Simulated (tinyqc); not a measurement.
Gain against bias and Miller's formula: avalanche multiplication and breakdown of a junction from ionisation integrals. Computed by tinyqc, a small Python program. Command: `OMP_NUM_THREADS=1 python tinyqc.py 3001299 3001300 out.jsonl impact walk`. One thread of a shared host (Intel(R) Xeon(R) Processor @ 2.30GHz), about 0.01 s of CPU time with the checks.

Ionisation coefficients follow the local field. Position x runs through the depletion layer from the p side (x = 0), where electrons enter, to the n side (x = w), where holes enter. The built-in voltage is neglected.

Inputs (values chosen for the exercise, modelled on germanium): electron prefactor a_n = 1.51e+07 1/cm; electron field b_n = 1.52e+06 V/cm; hole prefactor a_p = 1.06e+07 1/cm; hole field b_p = 1.3e+06 V/cm; exponent c = 1; permittivity eps = 16; doping N of the lightly doped side = 1.8e+16 1/cm^3; layer width W = 0.76 micrometre.

Junction: punch-through p+ n- n+.

Constants: e = 1.602176634e-19 C; eps_0 = 8.8541878128e-12 F/m.

Method:
- alpha_n = a_n exp(-(b_n/F)^c), alpha_p = a_p exp(-(b_p/F)^c).
- Field F = F_m - e N x/(eps eps_0) over the layer, w = W, V = F_m W - e N W^2/(2 eps eps_0); valid while F > 0 at x = W.
- With Phi(x) = int_0^x (alpha_n - alpha_p) dx': 1 - 1/M_n = I_n = int_0^w alpha_n exp(-Phi) dx and M_p = M_n exp(-Phi(w)); trapezoid rule on 401 even points; breakdown at I_n = 1.
- Solve I_n(F_m) = 1.
- Miller's exponent n is defined by 1 - 1/M = (V/V_B)^n for the larger M.

breakdown voltage = 13.9476 V

critical field F_m = 0.260878 MV/cm

Gain:
```
V/V_B   V (V)  F_m (MV/cm)     M_n     M_p  Miller exponent n
0.50    6.974      0.16912   1.015   1.044             4.5777
0.60    8.369      0.18747   1.045   1.117             4.4115
0.70    9.763      0.20582   1.123   1.286             4.2135
0.80   11.158      0.22417   1.326   1.697             3.9894
0.90   12.553      0.24253   2.038   3.067             3.7446
0.95   13.250      0.25170   3.541   5.906             3.6164
0.98   13.669      0.25721   8.108  14.496             3.5381
0.99   13.808      0.25904  15.741  28.835             3.5119
```

The larger gain passes 2 between 0.800 and 0.900 of V_B and reaches 28.8 at 0.99. Miller's exponent runs from 3.5 to 4.6, so it is not a constant: a fit holds over a narrow range only. From the first row to the last the voltage grows by a factor 1.98 and the peak field by 1.53.

Extremes, crossings and ranges named in words are read from the listed rows.
